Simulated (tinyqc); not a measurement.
Gamma, L and X subbands of a thin body with non-parabolic valleys: one step. Filling and quantum capacitance. Four cases, with inputs chosen for the exercise.

Problem. Over the ten listed subbands, named by valley (G, L, X), degeneracy and number.

n_i = g m/(2 pi c) kB T ln(1 + exp((EF - E_i)/kB T)), sum n_i = Ns (1e12/cm^2 = 1e-4/angstrom^2), c = hbar^2/2m0. Quantum capacitance Cq = 1602.176634 sum g m/(2 pi c) f_i in microfarad/cm^2 with f_i = 1/(1 + exp((E_i - EF)/kB T)); Cox = 34.5313/eot (one gate); C/Cox = Cq/(Cq + Cox), the centroid term left out.

Constants: hbar^2/2m0 = 3.80998211 eV angstrom^2; kB = 8.617333262e-05 eV/K.

Give: EF; n_i in the order of the list; Cq; Cox; C/Cox.

Case 1.

Values chosen (near those of a thin InP channel; shifted at random, so the results belong to these values and not to a real crystal): face = 100 (surface); t = 26 angstrom (body thickness); Ns = 7.2 x 1e12/cm^2 (sheet density); T = 300 K (temperature); eot = 7 angstrom (equivalent oxide thickness).

Subbands:

| subband | g | E (eV) | DOS mass |
|---|---|---|---|
| G1 n=1 | 1 | 0.539562 | 0.127989 |
| L4 n=1 | 4 | 0.888525 | 0.420653 |
| X1 n=1 | 1 | 0.997737 | 0.291255 |
| X2 n=1 | 2 | 1.121829 | 0.560330 |
| X1 n=2 | 1 | 1.170803 | 0.327820 |
| X1 n=3 | 1 | 1.422710 | 0.381043 |
| G1 n=2 | 1 | 1.506420 | 0.217206 |
| X2 n=2 | 2 | 1.578175 | 0.730502 |
| L4 n=2 | 4 | 1.643304 | 0.611881 |
| X1 n=4 | 1 | 1.725356 | 0.444986 |

Solution.

EF = 0.6740 eV

n_i in the order of the list (1e12/cm^2): 7.195  0.005  0.000  0.000  0.000  0.000  0.000  0.000  0.000  0.000

Cq = 8.55 microfarad/cm^2
Cox = 4.933 microfarad/cm^2
C/Cox = 0.634

EF lies 134 meV above the lowest edge; Gamma holds 100 % of the electrons. The low density of states costs 37 % of the gate capacitance.

Case 2.

Values chosen (near those of a thin InP channel; shifted at random, so the results belong to these values and not to a real crystal): face = 111 (surface); t = 24 angstrom (body thickness); Ns = 2.3 x 1e12/cm^2 (sheet density); T = 300 K (temperature); eot = 7 angstrom (equivalent oxide thickness).

Subbands:

| subband | g | E (eV) | DOS mass |
|---|---|---|---|
| G1 n=1 | 1 | 0.603603 | 0.136911 |
| L1 n=1 | 1 | 0.631419 | 0.103293 |
| L1 n=2 | 1 | 0.740899 | 0.115215 |
| L1 n=3 | 1 | 0.901705 | 0.132727 |
| L3 n=1 | 3 | 1.061430 | 0.574897 |
| L1 n=4 | 1 | 1.096427 | 0.153932 |
| X3 n=1 | 3 | 1.175060 | 0.501272 |
| L1 n=5 | 1 | 1.312955 | 0.177512 |
| L1 n=6 | 1 | 1.543693 | 0.202639 |
| X3 n=2 | 3 | 1.573952 | 0.686387 |

Solution.

EF = 0.6230 eV

n_i in the order of the list (1e12/cm^2): 1.681  0.606  0.013  0.000  0.000  0.000  0.000  0.000  0.000  0.000

Cq = 9.20 microfarad/cm^2
Cox = 4.933 microfarad/cm^2
C/Cox = 0.651

EF lies 19 meV above the lowest edge; Gamma holds 73 % of the electrons. The low density of states costs 35 % of the gate capacitance.

Case 3.

Values chosen (near those of a thin GaAs channel; shifted at random, so the results belong to these values and not to a real crystal): face = 111 (surface); t = 52 angstrom (body thickness); Ns = 5.3 x 1e12/cm^2 (sheet density); T = 300 K (temperature); eot = 7 angstrom (equivalent oxide thickness).

Subbands:

| subband | g | E (eV) | DOS mass |
|---|---|---|---|
| G1 n=1 | 1 | 0.185747 | 0.082036 |
| L1 n=1 | 1 | 0.299047 | 0.074490 |
| L1 n=2 | 1 | 0.319913 | 0.075942 |
| L1 n=3 | 1 | 0.353832 | 0.078301 |
| L1 n=4 | 1 | 0.399669 | 0.081489 |
| L3 n=1 | 3 | 0.448342 | 0.413532 |
| L1 n=5 | 1 | 0.456092 | 0.085414 |
| L1 n=6 | 1 | 0.521714 | 0.089979 |
| X3 n=1 | 3 | 0.523112 | 0.485108 |
| L1 n=7 | 1 | 0.595213 | 0.095091 |

Solution.

EF = 0.3048 eV

n_i in the order of the list (1e12/cm^2): 4.087  0.651  0.363  0.118  0.022  0.052  0.003  0.000  0.003  0.000

Cq = 11.20 microfarad/cm^2
Cox = 4.933 microfarad/cm^2
C/Cox = 0.694

EF lies 119 meV above the lowest edge; Gamma holds 77 % of the electrons. The low density of states costs 31 % of the gate capacitance.

Case 4.

Values chosen (near those of a thin GaSb channel; shifted at random, so the results belong to these values and not to a real crystal): face = 111 (surface); t = 38 angstrom (body thickness); Ns = 7.3 x 1e12/cm^2 (sheet density); T = 300 K (temperature); eot = 11 angstrom (equivalent oxide thickness).

Subbands:

| subband | g | E (eV) | DOS mass |
|---|---|---|---|
| L1 n=1 | 1 | 0.077100 | 0.100632 |
| L1 n=2 | 1 | 0.135532 | 0.105375 |
| L1 n=3 | 1 | 0.227472 | 0.112839 |
| L3 n=1 | 3 | 0.273794 | 0.397956 |
| L1 n=4 | 1 | 0.346809 | 0.122527 |
| X3 n=1 | 3 | 0.395391 | 0.510735 |
| G1 n=1 | 1 | 0.440116 | 0.078936 |
| L1 n=5 | 1 | 0.487608 | 0.133957 |
| X3 n=2 | 3 | 0.618462 | 0.598178 |
| L1 n=6 | 1 | 0.644861 | 0.146723 |

Solution.

EF = 0.1829 eV

n_i in the order of the list (1e12/cm^2): 4.464  2.253  0.200  0.377  0.002  0.004  0.000  0.000  0.000  0.000

Cq = 16.19 microfarad/cm^2
Cox = 3.139 microfarad/cm^2
C/Cox = 0.838

EF lies 106 meV above the lowest edge; Gamma holds 0 % of the electrons. The density of states is ample: only 16 % of the gate capacitance is lost.

Computed by tinyqc, one run a case: `OMP_NUM_THREADS=1 python tinyqc.py N N+1 out.jsonl` with N = 1250458, 1250508, 1250528, 1250601; one thread of a shared Intel(R) Xeon(R) Processor @ 2.30GHz, about 0.05 s a run at most.
